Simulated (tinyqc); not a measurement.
Ellipsometry and reflectance of a transparent film on an absorbing substrate: psi and Delta against the film thickness.

Air (index 1), film, substrate with N2 = n2 - i k2; time factor exp(+i w t). q_j = sqrt(N_j^2 - sin^2 th), root with positive real part. Fresnel coefficients r_s = (q_a - q_b)/(q_a + q_b), r_p = (N_b^2 q_a - N_a^2 q_b)/(N_b^2 q_a + N_a^2 q_b). tan(Psi) exp(i Delta) = R_p/R_s, Delta taken from 0 to 360 degrees.

beta = 2 pi d q1/lam, X = exp(-2 i beta), R = (r01 + r12 X)/(1 + r01 r12 X) for p and s. The last column is the derivative of Delta.

Values chosen for this exercise; indices close to those of photoresist on silicon:

| symbol | value | unit | meaning |
|---|---|---|---|
| lam | 405 | nm | wavelength |
| th | 70 | degrees | angle of incidence |
| n1 | 1.652 |  | index of the transparent film |
| n2 | 5.42 |  | index of the substrate |
| k2 | 0.329 |  | extinction coefficient of the substrate |

Results:
```
d (nm)  Psi (degrees)  Delta (degrees)  |R_p|^2  |R_s|^2  dDelta/dd (degrees/nm)
0               19.30            175.5  0.09501   0.7744                  -3.659
17              23.72            121.9   0.1444   0.7483                  -2.459
33              30.68            92.15   0.2333   0.6629                  -1.328
50              40.23            78.09   0.3155   0.4410                 -0.3110
67              67.05            82.33   0.3570  0.06399                  0.7190
83              60.28            278.3   0.3526   0.1150                  0.6255
100             38.22            279.6   0.3023   0.4874                 -0.4888
133             22.46            229.1   0.1292   0.7556                  -2.741
150             19.36            172.0  0.09554   0.7742                  -3.641
```

Estimate the missing row, d = 117 nm.

Computed row:
```
d (nm)  Psi (degrees)  Delta (degrees)  |R_p|^2  |R_s|^2  dDelta/dd (degrees/nm)
117             29.28            262.6   0.2145   0.6824                  -1.517
```

With this row back in the table: Psi goes from 19.3 through a maximum of 67.1 (at d = 67 nm among the rows listed) to 19.4 degrees. The period is 149.0 nm, after which Psi and Delta return to the values of the bare substrate, so one angle and wavelength fix d only up to a multiple of it. The size of the slope of Delta runs from 0.311 to 3.66 degrees/nm among the rows; Delta is counted modulo 360 degrees, and sharper features can lie between the rows.

Program tinyqc, `OMP_NUM_THREADS=1 python tinyqc.py 2870226 2870227 out.jsonl`; Intel Xeon 2.30GHz, shared host, one thread, about 0.01 s.
